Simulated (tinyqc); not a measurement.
RKS/LDA (VWN5) in the sto-3g basis, for H4, spin multiplicity 1, step by step. One step of it, computed by the program tinyqc.

Task: Iteration 2 (converged): orbitals. Diagonalise F' = X^T F X, C = X C', fill 2 alpha and 2 beta electrons from the bottom; D = 2 C_occ C_occ^T. Each column has its largest component positive (the first on a tie).

Kohn-Sham matrix F (hartree), lower triangle:
```
           1H 1s      2H 1s      3H 1s      4H 1s
1H 1s  -0.119196
2H 1s  -0.167731  -0.119196
3H 1s  -0.068680  -0.038868  -0.119196
4H 1s  -0.038868  -0.068680  -0.167731  -0.119196
```

X, lower triangle:
```
           1H 1s      2H 1s      3H 1s     4H 1s
1H 1s   1.045532
2H 1s  -0.167718   1.045532
3H 1s  -0.057921  -0.002546   1.045532
4H 1s  -0.002546  -0.057921  -0.167718  1.045532
```

Give: F' = X^T F X; orbital energies; coefficients C; D after iteration 2.

Result:

F' = X^T F X (hartree), lower triangle:
```
         1        2        3        4
1  -0.0676
2  -0.1432  -0.0676
3  -0.0517  -0.0012  -0.0676
4  -0.0012  -0.0517  -0.1432  -0.0676
```

orbital energies (hartree): MO1 -0.2635, MO2 -0.1579, MO3 0.0251, MO4 0.1261

coefficients C:
```
          MO1      MO2      MO3      MO4
1H 1s  0.4087   0.4691   0.5789   0.6343
2H 1s  0.4087   0.4691  -0.5789  -0.6343
3H 1s  0.4087  -0.4691   0.5789  -0.6343
4H 1s  0.4087  -0.4691  -0.5789   0.6343
```

D after iteration 2, lower triangle:
```
         1H 1s    2H 1s   3H 1s   4H 1s
1H 1s   0.7742
2H 1s   0.7742   0.7742
3H 1s  -0.1062  -0.1062  0.7742
4H 1s  -0.1062  -0.1062  0.7742  0.7742
```
